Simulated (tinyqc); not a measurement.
## Schottky diode by thermionic emission with image-force lowering and series resistance: a Richardson plot

Metal on an n-type semiconductor with one parabolic valley; V > 0 is forward bias (metal positive). I = I0 [exp(Vj/(n Vt)) - 1] with Vj = V - I Rs; I0 = S A* T^2 exp(-(phi - dphi)/Vt), the lowering dphi taken at zero bias.

A* = 4 pi q me m0 kB^2/h^3 (times 1e-4 for A/(cm^2 K^2)); Nc = 2 (2 pi me m0 kB T/h^2)^1.5 (times 1e-6 for cm^-3); xi = Vt ln(Nc/Nd), Vbi = phi - xi; surface field Em = sqrt(2 q Nd (Vbi - V - Vt)/(eps0 eps_r)); dphi = sqrt(q Em/(4 pi eps0 eps_r)). Here V = 0 in Em; phi is held fixed.

Values chosen for this exercise; band and dielectric values close to those of indium phosphide:
```
symbol   value   unit                             meaning
me      0.0809     m0                       electron mass
eps_r     12.6                      relative permittivity
phi       0.68     eV  barrier height seen from the metal
Nd      4.6e16  cm^-3                       donor density
S       0.0041   cm^2                                area
```

Constants: q = 1.602176634e-19 C, kB = 1.380649e-23 J/K, h = 6.62607015e-34 J s, m0 = 9.1093837015e-31 kg, Vt = kB T/q, eps0 = 8.8541878128e-14 F/cm where lengths are in cm. Results are converted to the units shown.

A Richardson plot:
```
T (K)  dphi (meV)      I0 (A)  ln(I0/(S T^2))  1/Vt (1/V)
200        32.286  7.6018e-14         -35.308      58.023
240        32.082  5.6923e-11         -29.054      48.352
280        31.863   6.7438e-9         -24.587      41.445
320        31.629   2.5087e-7         -21.238      36.264
360        31.381   4.2942e-6         -18.634      32.235
400        31.119   4.2572e-5         -16.550      29.011
450        30.771   4.3243e-4         -14.468      25.788
```

I0 grows by 9.76 decades. The line through the end rows has the slope -0.6465 eV and the intercept ln(9.06 A/(cm^2 K^2)), against phi = 0.68 eV and A* = 9.72. The difference comes from the lowering: dphi falls from 32.3 to 30.8 meV.

tinyqc, about 0.01 s, one thread, Intel Xeon 2.30GHz (shared host): `OMP_NUM_THREADS=1 python tinyqc.py 2640041 2640042 out.jsonl`
